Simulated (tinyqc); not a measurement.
Mesh size and shift: special k points of the square lattice.

Lattice vectors in units of a: a1 = (1, 0), a2 = (0, 1); reciprocal vectors b_i with a_i . b_j = 2 pi delta_ij. Mesh: k = sum_i f_i b_i with f_i = (2 j_i + shift)/(2 N), j_i = 0 .. N-1. The point group of the lattice has 8 operations; only those that map the mesh onto itself are used.

A_m(k) = sum over the m-th star of lattice vectors R of cos(k . R), stars in order of length: m = 1: |R|^2 = 1, 4 vectors, such as (1, 0) in the basis a_i; m = 2: |R|^2 = 2, 4 vectors, such as (1, 1) in the basis a_i; m = 3: |R|^2 = 4, 4 vectors, such as (2, 0) in the basis a_i; m = 4: |R|^2 = 5, 8 vectors, such as (2, 1) in the basis a_i; m = 5: |R|^2 = 8, 4 vectors, such as (2, 2) in the basis a_i; m = 6: |R|^2 = 9, 4 vectors, such as (3, 0) in the basis a_i. The zone mean of every A_m is zero.

Test function, the lower band of a two-band insulator: E(k) = -sqrt(D^2 + (e0 - t A_1(k))^2).

Parameters, chosen for this exercise:
```
symbol  value  unit  meaning
D       2.15   eV    half gap term
t       1.44   eV    coupling
e0      3.15   eV    offset
```

Errors of the mean of E against the unshifted mesh with N = 96. The fifth column is |R|^2 of the shortest star with a non-zero mean.

Meshes:
```
mesh        points  irreducible  operations  |R|^2 missed  error (meV)
2 Gamma          4            3           8          4.00     -679.905
2 shifted        4            1           8          4.00      550.009
3 Gamma          9            3           8          9.00      -78.117
3 shifted        9            3           8          9.00      129.618
4 Gamma         16            6           8         16.00        7.247
4 shifted       16            3           8         16.00      -12.059
5 Gamma         25            6           8         25.00        4.788
5 shifted       25            6           8         25.00       -6.898
6 Gamma         36           10           8         36.00       -0.276
6 shifted       36            6           8         36.00        1.264
8 Gamma         64           15           8           >49        0.027
8 shifted       64           10           8           >49       -0.098
10 Gamma       100           21           8           >49       -0.005
10 shifted     100           15           8           >49        0.001
```

reference mean = -4.36380 eV

What can be read from this table?

The shifted mesh has the smaller error for 2 of 7 values of N and the larger for 5. The cheapest mesh within 1 meV is 6 Gamma and 8 shifted, with 10 irreducible points. A mesh misses the lattice vectors N (n1 a1 + n2 a2 + ...); the half shift gives each the sign (-1)^(n1 + n2 + ...), so the 4 shortest ones add up to -4 in place of 4: their term only changes sign. The shift keeps the full symmetry; it leaves fewer irreducible points for N = 2, 4, 6, 8 and 10.

Program tinyqc; command `OMP_NUM_THREADS=1 python tinyqc.py 1681608 1681609 out.jsonl`; about 0.09 s on one thread of a shared Intel(R) Xeon(R) Processor @ 2.30GHz.
